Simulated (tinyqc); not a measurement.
## p-n junction with a stepped n side, non-linear Poisson equation by Newton steps: capacitance and field against bias

One dimension, p side on the left, n side on the right; net doping C = -Na for x < 0, +N1 for 0 < x < L1 and +Nd beyond. The potential psi is counted from the intrinsic level, and the quasi-Fermi potentials are flat: 0 for holes and -V for electrons, so n = ni exp((psi + V)/Vt) and p = ni exp(-psi/Vt) (Boltzmann statistics, full ionisation, no current).

The Poisson equation d/dx(eps0 eps_r dpsi/dx) = -q (p - n + C) is solved on a mesh of more than 1000 nodes that ends in neutral material (psi_p = -Vt ln(Na/ni), psi_n = Vt ln(Nd/ni) - V). C_j = q d/dV of the integral of p over x, from the linearised equation. ni = sqrt(Nc Nv) exp(-Eg/(2 Vt)), Eg in volts. Depletion approximation: Vbi = Vt ln(Na Nd/ni^2), W = sqrt(2 eps0 eps_r (Vbi - V)(1/Na + 1/Nd)/q), xp = W Nd/(Na + Nd), xn = W Na/(Na + Nd), peak field 2 (Vbi - V)/W, capacitance eps0 eps_r/W. The last column applies it to an abrupt Na-Nd junction.

Parameters, values chosen for the exercise; band and dielectric values those of a made-up semiconductor:

| symbol | value | unit | meaning |
|---|---|---|---|
| T | 300 | K | temperature |
| Eg | 1.27 | eV | band gap |
| eps_r | 11.6 |  | relative permittivity |
| Nc | 3.58e19 | cm^-3 | conduction-band density of states at T |
| Nv | 3.2e19 | cm^-3 | valence-band density of states at T |
| Na | 6.6e17 | cm^-3 | acceptor density of the p side |
| Nd | 4.9e15 | cm^-3 | donor density of the n side |
| L1 | 210 | nm | width of the first n layer |
| N1 | 1.5e16 | cm^-3 | donor density of the first n layer |

Constants: q = 1.602176634e-19 C, kB = 1.380649e-23 J/K, Vt = kB T/q, eps0 = 8.8541878128e-14 F/cm where lengths are in cm. Results are converted to the units shown.

Result of one run:

| V (V) | peak \|E\| (kV/cm) | C_j (nF/cm^2) | 1/C_j^2 (cm^4/uF^2) | eps0 eps_r/C_j (nm) | abrupt depletion C (nF/cm^2) |
|---|---|---|---|---|---|
| -1.5 | 90.94 | 14.03 | 5078 | 731.9 | 12.81 |

What becomes of these results when the bias of the p side against the n side V is changed from -1.5 to -3.5 V, all else the same?

Result of the changed run:

| V (V) | peak \|E\| (kV/cm) | C_j (nF/cm^2) | 1/C_j^2 (cm^4/uF^2) | eps0 eps_r/C_j (nm) | abrupt depletion C (nF/cm^2) |
|---|---|---|---|---|---|
| -3.5 | 112.0 | 9.960 | 1.008e4 | 1031 | 9.494 |

The whole series:

| V (V) | peak \|E\| (kV/cm) | C_j (nF/cm^2) | 1/C_j^2 (cm^4/uF^2) | eps0 eps_r/C_j (nm) | abrupt depletion C (nF/cm^2) |
|---|---|---|---|---|---|
| 0 | 68.79 | 27.53 | 1319 | 373.0 | 20.64 |
| -0.5 | 77.37 | 19.71 | 2573 | 521.0 | 16.67 |
| -1 | 84.56 | 16.17 | 3826 | 635.3 | 14.36 |
| -1.5 | 90.94 | 14.03 | 5078 | 731.9 | 12.81 |
| -2 | 96.76 | 12.57 | 6329 | 817.1 | 11.67 |
| -2.5 | 102.2 | 11.49 | 7580 | 894.2 | 10.79 |
| -3 | 107.2 | 10.64 | 8830 | 965.1 | 10.08 |
| -3.5 | 112.0 | 9.960 | 1.008e4 | 1031 | 9.494 |
| -4 | 116.5 | 9.395 | 1.133e4 | 1093 | 9.001 |

With V going from 0 to -4 V, C_j falls from 27.5 to 9.39 nF/cm^2 and the peak field rises from 68.8 to 116 kV/cm. The slope of 1/C_j^2, read as N = 2/(q eps0 eps_r |slope|), gives 4.85e15 cm^-3 between the first two rows and 4.86e15 cm^-3 between the last two, against Na Nd/(Na + Nd) = 4.86e15 cm^-3; the slopes of all rows agree within 0.3 %, as for uniform doping at both edges. At the end C_j goes as (Vbi - V)^(-0.55) with Vbi = 0.940 V, and it is 4.4 % above the abrupt depletion formula (at the first row 33 % above it).

Numbers from tinyqc (`OMP_NUM_THREADS=1 python tinyqc.py 2000140 2000141 out.jsonl`; about 0.02 s on one thread of a shared Intel Xeon 2.30GHz).
